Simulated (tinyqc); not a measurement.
# Punch-through p+-n junction, ionisation integral and breakdown: multiplication against voltage

A p+ layer at x < 0 and an n drift layer from x = 0 to L on an n+ substrate. Depletion approximation, built-in voltage neglected. Local ionisation coefficients alpha_n = an exp(-(bn/E)^mx), alpha_p = ap exp(-(bp/E)^mx). Electrons move towards +x, holes towards x = 0.

W = sqrt(2 eps0 eps_r V/(q N)), peak field E0 = q N W/(eps0 eps_r), falling linearly to 0 at W; if W > L the layer is punched through: W = L, E0 = V/L + q N L/(2 eps0 eps_r), falling linearly to E1 = V/L - q N L/(2 eps0 eps_r). G(x) = integral from 0 to x of (alpha_n - alpha_p); I_n = integral of alpha_n exp(-G) (electrons injected at x = 0), I_p = integral of alpha_p exp(G(end) - G) (holes injected at the far edge); M = 1/(1 - I). Integrals on a fine grid; BV is where I_n = 1. Here BV = 8255.16 V; the Miller exponent is n = ln(1 - 1/M)/ln(V/BV).

Parameters, values chosen for the exercise; material values close to those of 4H silicon carbide:

| symbol | value | unit | meaning |
|---|---|---|---|
| eps_r | 9.76 |  | relative permittivity |
| an | 1.67e8 | 1/cm | prefactor of the electron ionisation coefficient |
| bn | 3.18e7 | V/cm | field constant for electrons |
| ap | 3.32e8 | 1/cm | prefactor of the hole ionisation coefficient |
| bp | 2.63e7 | V/cm | field constant for holes |
| mx | 1 |  | exponent |
| N | 1.1e15 | cm^-3 | donor density of the drift layer |
| L | 44 | um | thickness of the drift layer |

Constants: q = 1.602176634e-19 C, eps0 = 8.8541878128e-14 F/cm where lengths are in cm. Results are converted to the units shown.

Multiplication against voltage:
```
V (V)  E0 (kV/cm)      I_n      I_p   M_n   M_p  Miller n, electrons  Miller n, holes
3300       1.20e3  1.04e-7  2.42e-5  1.00  1.00                 17.5             11.6
4130       1.39e3  5.07e-6  6.32e-4  1.00  1.00                 17.6             10.6
4950       1.57e3  9.79e-5  0.00757  1.00  1.01                 18.1             9.55
5780       1.76e3  0.00108   0.0548  1.00  1.06                 19.2             8.15
6600       1.95e3  0.00815    0.248  1.01  1.33                 21.5             6.23
7100       2.06e3   0.0268    0.489  1.03  1.96                 24.0             4.74
7590       2.17e3   0.0955    0.768  1.11  4.31                 28.0             3.14
7920       2.25e3    0.267    0.916  1.36  11.9                 31.9             2.12
8130       2.30e3    0.585    0.976  2.41  42.3                 35.1             1.57
```

What does the table show?

M_n rises from 1.000 to 2.41 and M_p from 1.000 to 42.3; both diverge at BV. The Miller exponent for electrons rises from 17.5 to 35.1 and that for holes falls from 11.6 to 1.57, so one exponent describes neither over the whole range. The larger multiplication belongs to holes, whose coefficient at the peak field of the last row is 21.8 times the other.

Program tinyqc, `OMP_NUM_THREADS=1 python tinyqc.py 2120043 2120044 out.jsonl`; Intel Xeon 2.30GHz, shared host, one thread, about 0.1 s.
